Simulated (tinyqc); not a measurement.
From results back to parameters: thin (001) film in sp3s* tight binding with raised dangling bonds. Two cases, with inputs chosen for the exercise.

Problem. The gap of a passivated film (lowest level above mid-gap less highest below, mid-gap being half the lower bulk edge) belongs to a hidden number of planes between 6 and 45.

Planes alternate anion (a), cation (c) along [001], a/4 apart, starting with an anion; zero in-plane momentum; levels counted from the bulk Ev, the lower root of [[Epa, Vxx], [Vxx, Epc]]; no spin-orbit coupling. Block of s, pz, s*: from an anion to the cation above, Vss/2 (s,s), Vsapc/2 (s,z), -Vscpa/2 (z,s), Vxx/2 (z,z), Vxapc/2 (s*,z), -Vpaxc/2 (z,s*); to the cation below the same with the s-z and s*-z signs reversed. Block of u = (px + py)/sqrt2 and v = (px - py)/sqrt2: to the cation above (Vxx + Vxy)/2 for u and (Vxx - Vxy)/2 for v, to the cation below the reverse. Each surface atom has two dangling sp3 hybrids; raising both by dl adds (dl/2) [[1, t], [t, 1]] to its s, pz levels (t = -1 at the bottom face, +1 at the top) and dl to the one of u, v in whose plane the missing bonds lie (v for a bottom anion or a top cation, u for a top anion).

Find: N; thickness N a/4.

Case 1.

Values chosen (out of a larger set: near a published set for AlAs, fitted to gaps, whose masses and valley positions are rough; not measured data):
- p = (-7.508, 0.98, -1.165, 3.595, 7.478, 6.733, -6.639, 1.878, 4.282, 5.102, 5.487, 4.517, 5.011) eV (order Esa, Epa, Esc, Epc, Exa, Exc, Vss, Vxx, Vxy, Vsapc, Vscpa, Vxapc, Vpaxc)
- dp = 30 eV (value of dl for the passivated films)
- a = 5.664 angstrom (lattice constant)

edges (eV): Gamma 3.0220, Delta 2.2700

gap of the film = 2.4129 eV

Solution.

N = 14
thickness N a/4 = 19.82 angstrom

Computing the films in turn gives 2.4476, 2.4129 and 2.4075 eV for N = 13, 14 and 15; no other N in the range comes within 1 meV.

Case 2.

Values chosen (out of a larger set: near a published set for Si, fitted to gaps, whose masses and valley positions are rough; not measured data):
- p = (-4.224, 1.706, -4.224, 1.706, 6.656, 6.656, -8.302, 1.714, 4.585, 5.688, 5.688, 5.403, 5.403) eV (order Esa, Epa, Esc, Epc, Exa, Exc, Vss, Vxx, Vxy, Vsapc, Vscpa, Vxapc, Vpaxc)
- dp = 30 eV (value of dl for the passivated films)
- a = 5.427 angstrom (lattice constant)

edges (eV): Gamma 3.4280, Delta 1.1180

gap of the film = 1.2689 eV

Solution.

N = 20
thickness N a/4 = 27.14 angstrom

Computing the films in turn gives 1.2927, 1.2689 and 1.2661 eV for N = 19, 20 and 21; no other N in the range comes within 1 meV.

Computed by tinyqc, one run a case: `OMP_NUM_THREADS=1 python tinyqc.py N N+1 out.jsonl` with N = 1481210, 1481355; one thread of a shared Intel(R) Xeon(R) Processor @ 2.30GHz, about 0.4 s a run at most.
